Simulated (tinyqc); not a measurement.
Hueckel theory of the pi electrons, for the molecule Oc1ccccc2cccc1-2 (SMILES; centres numbered as the heavy atoms are written), step by step. One step of it, computed by the program tinyqc.

Task: Energy, charges, bond orders. E = sum n x; q_r = z_r - P_rr; bond order p = P_rs; free valence = sqrt(3) - sum of p over the bonds of the atom.

x values: [2.529394, 2.120092, 1.629153, 1.204168, 0.857383, 0.466558, -0.453105, -0.771874, -1.580468, -1.886081, -2.115220]

occupations: [2.000000, 2.000000, 2.000000, 2.000000, 2.000000, 2.000000, 0.000000, 0.000000, 0.000000, 0.000000, 0.000000]

charge and bond-order matrix P:
```
            1O         2C         3C         4C         5C         6C         7C         8C
1O    1.914458   0.312047  -0.135307  -0.086791   0.079930   0.068981  -0.081557   0.024220
2C    0.312047   0.810863   0.619838   0.147756  -0.222087  -0.174487   0.166050  -0.067492
3C   -0.135307   0.619838   1.022280   0.664981   0.000650  -0.264956  -0.043637   0.180180
4C   -0.086791   0.147756   0.664981   0.875174   0.622112   0.131499  -0.206241   0.016271
5C    0.079930  -0.222087   0.000650   0.622112   1.006023   0.680828  -0.006390  -0.223707
6C    0.068981  -0.174487  -0.264956   0.131499   0.680828   0.868134   0.572037   0.012940
7C   -0.081557   0.166050  -0.043637  -0.206241  -0.006390   0.572037   1.041198   0.593736
8C    0.024220  -0.067492   0.180180   0.016271  -0.223707   0.012940   0.593736   1.173665
9C    0.076003  -0.202030  -0.007584   0.162714   0.035601  -0.202008  -0.090130   0.658512
10C  -0.033838   0.025256  -0.219497   0.011746   0.184414  -0.067469  -0.232687  -0.200294
11C  -0.123475   0.554502   0.044585  -0.197797  -0.091324   0.153734   0.421405  -0.235537

            9C        10C        11C
1O    0.076003  -0.033838  -0.123475
2C   -0.202030   0.025256   0.554502
3C   -0.007584  -0.219497   0.044585
4C    0.162714   0.011746  -0.197797
5C    0.035601   0.184414  -0.091324
6C   -0.202008  -0.067469   0.153734
7C   -0.090130  -0.232687   0.421405
8C    0.658512  -0.200294  -0.235537
9C    1.063501   0.655662  -0.095455
10C   0.655662   1.168340   0.599039
11C  -0.095455   0.599039   1.056364
```

Centres:
```
centre  z_r, pi electrons of the neutral centre         h
1O                                            2  2.000000
2C                                            1  0.000000
3C                                            1  0.000000
4C                                            1  0.000000
5C                                            1  0.000000
6C                                            1  0.000000
7C                                            1  0.000000
8C                                            1  0.000000
9C                                            1  0.000000
10C                                           1  0.000000
11C                                           1  0.000000
```

Bonds:
```
i    j         k
1    2  0.800000
2    3         1
3    4         1
4    5         1
5    6         1
6    7         1
7    8         1
8    9         1
9   10         1
10  11         1
11   2         1
11   7         1
```

Give: pi energy = 12 alpha + this times beta; pi charges; Bond orders and lengths from R = 1.517 - 0.180 p; free valence of the carbons; gap between the highest filled and the next level.

Result:

pi energy = 12 alpha + this times beta = 17.6135

pi charges: 1O 0.0855, 2C 0.1891, 3C -0.0223, 4C 0.1248, 5C -0.0060, 6C 0.1319, 7C -0.0412, 8C -0.1737, 9C -0.0635, 10C -0.1683, 11C -0.0564

Bond orders and lengths from R = 1.517 - 0.180 p (angstrom, C-C alone):
```
bond        p       R
1-2    0.3120       -
2-3    0.6198  1.4054
3-4    0.6650  1.3973
4-5    0.6221  1.4050
5-6    0.6808  1.3945
6-7    0.5720  1.4140
7-8    0.5937  1.4101
8-9    0.6585  1.3985
9-10   0.6557  1.3990
10-11  0.5990  1.4092
11-2   0.5545  1.4172
11-7   0.4214  1.4411
```

free valence of the carbons: 2C 0.2457, 3C 0.4472, 4C 0.4450, 5C 0.4291, 6C 0.4792, 7C 0.1449, 8C 0.4798, 9C 0.4179, 10C 0.4773, 11C 0.1571

gap between the highest filled and the next level = 0.9197 |beta|
